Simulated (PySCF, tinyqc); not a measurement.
Worked calculation: CCD on RHF in the sto-3g basis, for H4, spin multiplicity 1. The lowest restricted solution is unstable here: a spin-polarised one lies 0.1070 hartree lower (PySCF). One step of it, computed by the program tinyqc.

Question. CCD: starting amplitudes. t_ij^ab = <ij||ab> / (e_i + e_j - e_a - e_b), whose energy is MP2.

orbital energies (hartree): [-0.568553, -0.228132, 0.186566, 0.567871]

Two-electron integrals over orbitals (pq|rs), unique and non-zero (hartree):
```
(11|11) 0.477557   (21|21) 0.139614   (22|11) 0.468792   (22|22) 0.476805
(31|31) 0.131095   (32|32) 0.087367   (33|11) 0.467108   (33|22) 0.462355
(33|33) 0.474756   (41|32) 0.085583   (41|41) 0.083881   (42|31) 0.133400
(42|42) 0.146150   (43|21) 0.141166   (43|43) 0.154930   (44|11) 0.471878
(44|22) 0.480077   (44|33) 0.480109   (44|44) 0.498409
```

Give: Starting amplitudes; correlation energy.

Answer.

Starting amplitudes (spin orbitals 1a, 1b, ...; amplitudes related by a flip of all spins are not repeated):
```
from      to        t
2a 2b  3a 3b  -0.1053
2a 2b  4a 4b  -0.0918
1a 1b  3a 3b  -0.0868
1a 2b  3a 4b  -0.0860
1a 2b  3b 4a   0.0552
1a 1b  4a 4b  -0.0369
1a 2a  3a 4a  -0.0308
```

correlation energy = -0.072433 hartree
